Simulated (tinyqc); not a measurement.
Changing the grain size d: estimate of lattice thermal conductivity from elastic moduli (Slack, Klemens and Cahill formulas). Computed by tinyqc, a small Python program. Command: `OMP_NUM_THREADS=1 python tinyqc.py 3002143 3002144 out.jsonl slack sweep`. One thread of a shared host (Intel(R) Xeon(R) Processor @ 2.30GHz), about 0.01 s of CPU time with the checks.

An isotropic solid.

Inputs (values chosen for the exercise, for a model crystal):
```
quantity                    value        unit
bulk modulus B                 58         GPa
shear modulus G              45.1         GPa
volume per atom V            22.3  angstrom^3
mean atomic mass M            112           u
atoms per primitive cell n      5           -
temperature T                 300           K
disorder parameter Gamma     0.18           -
```

Grueneisen parameter: from the Poisson ratio.

Constants: u = 1.6605390666e-27 kg; hbar = 1.054571817e-34 J s; k_B = 1.380649e-23 J/K; h = 6.62607015e-34 J s.

Method:
- rho = M/V; vL = sqrt((B + 4G/3)/rho), vT = sqrt(G/rho); v_m = [(vL^-3 + 2 vT^-3)/3]^(-1/3); Poisson ratio sigma = (3B - 2G)/(6B + 2G); Theta = hbar v_m (6 pi^2/V)^(1/3)/k_B.
- Empirical rule gamma = (3/2) (1 + sigma)/(2 - 3 sigma).
- Slack, an estimate for T near or above Theta_a: kappa = A M Theta_a^3 delta n^(1/3)/(gamma^2 T) in W/(m K), with M in u, delta = V^(1/3) in angstrom, Theta_a = Theta n^(-1/3) and A = 2.43e-6/(1 - 0.514/gamma + 0.228/gamma^2).
- High-temperature forms with the classical heat capacity. Klemens: kappa/kappa_0 = arctan(u)/u, u^2 = pi^2 Theta V Gamma kappa_0/(h v_m^2). Grains: 1/kappa_poly = 1/kappa + 1/(C v_m d/3), C = 3 k_B/(n V), the acoustic branches alone.
- Cahill minimum: kappa_min = (pi/6)^(1/3) k_B V^(-2/3) sum over L, T, T of v (T/Theta_i)^2 int_0^(Theta_i/T) x^3 e^x/(e^x - 1)^2 dx, Theta_i = Theta v_i/v_m (64 Gauss-Legendre points).
- Its high-temperature limit is (1/2) (pi/6)^(1/3) k_B V^(-2/3) (vL + 2 vT).

One run for each value:
```
grain size d (nm)  kappa of the polycrystal (W/(m K))  grain-boundary limit (W/(m K))  kappa_poly/kappa_min
5                                               1.091                       1.588e+00                 1.936
20                                              2.251                       6.352e+00                 3.994
50                                              2.859                       1.588e+01                 5.073
200                                             3.306                       6.352e+01                 5.865
500                                             3.412                       1.588e+02                 6.054
2000                                            3.468                       6.352e+02                 6.153
5000                                            3.480                       1.588e+03                 6.173
20000                                           3.485                       6.352e+03                 6.183
50000                                           3.487                       1.588e+04                 6.185
```

What does the table show, and why?

Over the rows, kappa of the polycrystal (W/(m K)) rises from 1.09 to 3.49 (exponent d ln y / d ln x 0.52 between the first rows and 3.6e-4 between the last); grain-boundary limit (W/(m K)) rises from 1.59 to 15900 (exponent d ln y / d ln x about 1.0 throughout); kappa_poly/kappa_min rises from 1.94 to 6.19 (exponent d ln y / d ln x 0.52 between the first rows and 3.6e-4 between the last). At the high end the exponent of kappa of the polycrystal is 0.00, close to 0: grains are larger than the free path. The two resistivities add, so grains matter once the boundary limit, proportional to d, falls to the size of kappa with point defects.
